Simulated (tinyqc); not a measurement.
Where the gap correction goes: band offset from the macroscopic average of a supercell potential.

dEv = Ev(A) - Ev(B) = Ev1 - (dV + Ev2); dEc = Ec(B) - Ec(A) = Eg2 - Eg1 - dEv. The correction of a gap, c = Eg[1] - Eg[0], lowers the valence top by fv c and leaves dV, a ground-state quantity, as it is. Type I: dEv and dEc of one sign; II: opposite signs; III: no overlap of the gaps.

Parameters, chosen for this exercise (gaps near those of Si and GaP; not measured data): Ev1 = 2.67 eV (valence top of bulk A above its mean potential); Eg1 = (0.61, 1.19) eV (gap of A: semi-local value, corrected value); Ev2 = 6.03 eV (valence top of bulk B above its mean potential); Eg2 = (1.57, 2.35) eV (gap of B: semi-local value, corrected value).

dV = B - A = -4.2099 eV

fv1 and fv2 are varied.

Offsets (eV):

| fv1 | fv2 | dEv | dEc |
|---|---|---|---|
| 0.0 | 0.0 | 0.850 | 0.310 |
| 0.5 | 0.5 | 0.950 | 0.210 |
| 1.0 | 1.0 | 1.050 | 0.110 |
| 0.0 | 1.0 | 1.630 | -0.470 |
| 1.0 | 0.0 | 0.270 | 0.890 |
| 0.3 | 0.7 | 1.222 | -0.062 |

What can be read from this table?

dEv + dEc = 1.160 eV in every row, but dEv alone spans 1.36 eV, the sum of the two corrections. A scissor on the conduction bands alone (first row) keeps the semi-local dEv; with equal shares fv the shift is fv times the difference of the corrections, +0.20 eV, against their sum of 1.36 eV: most of the error cancels if the shares are alike.

tinyqc: `OMP_NUM_THREADS=1 python tinyqc.py 1851167 1851168 out.jsonl`; about 0.01 s, one thread, shared Intel(R) Xeon(R) Processor @ 2.30GHz.
